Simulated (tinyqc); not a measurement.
# Gap difference from the gain at two temperatures

Inverse problem. When back injection limits the gain, beta = b exp(-dE/(kB T)) with dE the gap reduction of the emitter less that of the base and b constant. Find dE and beta at 300 K.

Constants: q = 1.602176634e-19 C, kB = 1.380649e-23 J/K. Results are converted to the units shown.

T (K): [250, 400]
beta: [123.61278, 1318.7975]

Solution. ln beta is a straight line in 1/T with slope -dE/kB.

dE = 0.1360 eV
beta at 300 K = 354.0

Program tinyqc, `OMP_NUM_THREADS=1 python tinyqc.py 2320142 2320143 out.jsonl`; Intel Xeon 2.30GHz, shared host, one thread, about 0.01 s.
